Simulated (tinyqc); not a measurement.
Two-sublattice mean-field magnet: ferrimagnet, compensation points and susceptibility. Inputs raised by 10 %, one at a time. Computed by tinyqc, a small Python program. Command: `OMP_NUM_THREADS=1 python tinyqc.py 3008790 3008791 out.jsonl ferri sens`. One thread of a shared host (Intel(R) Xeon(R) Processor @ 2.30GHz), about 0.06 s of CPU time with the checks.

A random alloy A(1-x)B(x) with H = -sum over pairs J S_i.S_j. a = <S_A> and b = <S_B> are taken along z, a > 0. Exchange fields: h_A = (1 - x) zJ_AA a + x zJ_AB b, h_B = (1 - x) zJ_AB a + x zJ_BB b; a = S_A B_(S_A)(S_A h_A/(k_B T)) and likewise for b, with the Brillouin function B_S(y) = [(2S + 1)/(2S)] coth[(2S + 1) y/(2S)] - [1/(2S)] coth[y/(2S)].

Inputs (values chosen for the exercise, for a model ferrimagnet): spin S_A = 1.5; spin S_B = 2.5; g factor g_A = 2; g factor g_B = 2; fraction x of B sites = 0.41; z J_AA = 26.6 meV; z J_BB = 1.9 meV; z J_AB = -7.3 meV; T over T_c = 0.3; largest number of steps = 3000.

Constants: k_B = 8.617333262e-05 eV/K.

Method:
- Linearised, T (a, b) = M (a, b) with M_ij = S_i (S_i + 1) c_j zJ_ij/(3 k_B), c_A = 1 - x, c_B = x. T_c is the larger eigenvalue, and its eigenvector gives b/a at onset, (T_c - M_AA)/M_AB.
- Repeat from a = S_A, b = -S_B until a and b change by less than 1e-10.
- Net moment m = (1 - x) g_A a + x g_B b in mu_B per site; net spin s = (1 - x) a + x b.
- T_M: m = 0; T_A: s = 0; searched between 0.02 and 0.97 T_c, and given as 0 if there is no change of sign.

Runs:
```
input moved            from     to  T_c (K)       a        b  magnetic compensation T_M (K)
base run                  -      -   255.30  1.4886  -2.0836                          70.06
fraction x of B sites  0.41  0.451   242.22  1.4896  -2.0965                         102.74
z J_AA (meV)           26.6  29.26   275.79  1.4882  -2.0230                          69.78
z J_BB (meV)            1.9   2.09   255.58  1.4886  -2.0976                          71.60
z J_AB (meV)           -7.3  -8.03   260.38  1.4889  -2.1247                          75.92
g factor g_A              2    2.2   255.30  1.4886  -2.0836                          44.04
T over T_c              0.3   0.33   255.30  1.4819  -2.0052                          70.06
```

Exponents ln(y'/y) / ln(x'/x):
```
input                     T_c       a       b  magnetic compensation T_M
fraction x of B sites  -0.552   0.007   0.065                      4.017
z J_AA                  0.810  -0.003  -0.310                     -0.042
z J_BB                  0.012   0.000   0.071                      0.229
z J_AB                  0.207   0.002   0.205                      0.843
g factor g_A            0.000   0.000   0.000                     -4.871
T over T_c              0.000  -0.047  -0.402                      0.000
```

Which inputs matter most for each result?

Among the inputs moved here: T_c answers most in size to z J_AA (exponent +0.810), next to fraction x of B sites (-0.552); its exponent is below 0.0005 for g factor g_A, T over T_c. a answers most in size to T over T_c (exponent -0.047), next to fraction x of B sites (+0.007); its exponent is below 0.0005 for z J_BB, g factor g_A. b answers most in size to T over T_c (exponent -0.402), next to z J_AA (-0.310); its exponent is below 0.0005 for g factor g_A. magnetic compensation T_M answers most in size to g factor g_A (exponent -4.871), next to fraction x of B sites (+4.017); its exponent is below 0.0005 for T over T_c.
